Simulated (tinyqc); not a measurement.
Tunnelling through a two-layer gate stack, WKB transmission and Tsu-Esaki current: effect of temperature.

Electrons leave the emitter at x = 0. Energies E (motion across the layers) are in eV from the emitter Fermi level; the collector Fermi level lies at -V and offers states at every E. No charge in the dielectric and no image force: F1 = V/(t1 + t2 eps1/eps2), F2 = F1 eps1/eps2; U = phi1 - F1 x in layer 1 and phi2 - F1 t1 - F2 (x - t1) in layer 2. With C = hbar^2/(2 m0), kappa = sqrt(m (U - E)/C) where U > E and 0 elsewhere; T(E) = exp(-S), S = 2 times the integral of kappa over x.

Each layer adds (2/F) sqrt(m/C) [G(u at its left edge) - G(u at its right edge)] to S, with u = U - E (0 where negative) and G(u) = (2/3) u^1.5. J = J0 times the integral of T(E) N(E) dE, N = ln[(1 + exp(-E/Vt))/(1 + exp((-E - V)/Vt))], J0 = q^2 me m0 kB T/(2 pi^2 hbar^3) (times 1e-4 for A/cm^2 per eV), from E = -Ef to far above the barrier (T = 1 there), by quadrature converged to the digits shown. The share over the barrier is that of energies above the highest band edge; 0 means below 1e-6 %.

Parameters, values chosen for the exercise; layer 1 close to aluminium oxide, layer 2 close to hafnium oxide:
```
symbol  value  unit                                                        meaning
Ef       0.27    eV              Fermi energy of the emitter above its band bottom
me          1    m0                            emitter mass in the supply function
phi1     2.48    eV  barrier of layer 1 above the emitter Fermi level at zero bias
m1        0.4    m0                                     tunnelling mass of layer 1
t1        0.6    nm                                           thickness of layer 1
eps1     9.37                                     relative permittivity of layer 1
phi2     1.57    eV                                barrier of layer 2 at zero bias
m2       0.21    m0                                     tunnelling mass of layer 2
t2        3.6    nm                                           thickness of layer 2
eps2     22.1                                     relative permittivity of layer 2
V         0.7     V                                  voltage across the dielectric
```

Constants: q = 1.602176634e-19 C, kB = 1.380649e-23 J/K, hbar = 1.054571817e-34 J s, m0 = 9.1093837015e-31 kg, Vt = kB T/q, hbar^2/(2 m0) = 0.0380998212 eV nm^2. Results are converted to the units shown.

Effect of temperature:
```
T (K)  J (A/cm^2)  mean E of the current (eV)  share over the barrier (%)
50       0.006092                     -0.1400                           0
100      0.006156                     -0.1385                           0
200      0.006424                     -0.1324                           0
300      0.006900                     -0.1217                           0
400      0.007639                     -0.1056                           0
500      0.008746                    -0.08189                           0
600       0.01054                    -0.03535                           0
750       0.02544                      0.5030                     5.75e-6
```

Between 50 and 300 K the current changes by a factor of 1.13, and between 300 and 750 K by 3.69; the mean energy of the current rises from -0.140 to 0.503 eV. The transmission grows by a factor e over d = 0.108 eV near E = 0, equal to kB T/q at 1250 K: far below that temperature the thermal tail adds little. In every row a layer is thinner than 0.8 nm, a few atomic planes, where an effective mass is a rough description.

tinyqc, about 0.06 s, one thread, Intel Xeon 2.30GHz (shared host): `OMP_NUM_THREADS=1 python tinyqc.py 2540164 2540165 out.jsonl`
